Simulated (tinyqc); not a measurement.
Speciation in dilute and buffered hydrofluoric acid, oxide etch rate and bath loading: one step, computed by the program tinyqc. Command: `OMP_NUM_THREADS=1 python tinyqc.py 3120470 3120471 out.jsonl hfetch walk`. One thread of a shared host (Intel(R) Xeon(R) Processor @ 2.30GHz), about 0.01 s of CPU time with the checks.

Concentrations stand for activities, NH4+ and Cl- are spectators, and water ionisation is neglected. H, F and HF2 denote the ions H+, F- and HF2-. The base temperature is 298 K.

Task: Etch rate. Rate = k_a ([HF] + 2 [H2F2]) + k_b [HF2], an empirical two-term form. Time = oxide/rate; a temperature error changes the rate by exp((E_a/k_B)(1/298 - 1/(298 + error))) - 1.

Inputs (values chosen for the exercise, of the order of those for thermal oxide at room temperature):
```
quantity,value,unit
rate constant of neutral HF k_a,15,nm L/(min mol)
rate constant of HF2 k_b,65,nm L/(min mol)
activation energy,0.32,eV
temperature error,2.9,K
oxide removed per wafer,9.3,nm
```

[HF] = 0.5880801 mol/L

[H2F2] = 0.8507621 mol/L

[HF2] = 0.004230883 mol/L

Constants: k_B = 8.617333262e-05 eV/K.

Give: etch rate; share of HF2 in the rate; etch time; rate change from the temperature error.

Result:

etch rate = 34.619 nm/min

share of HF2 in the rate = 0.79438 %

etch time = 16.118 s

rate change from the temperature error = 12.761 %
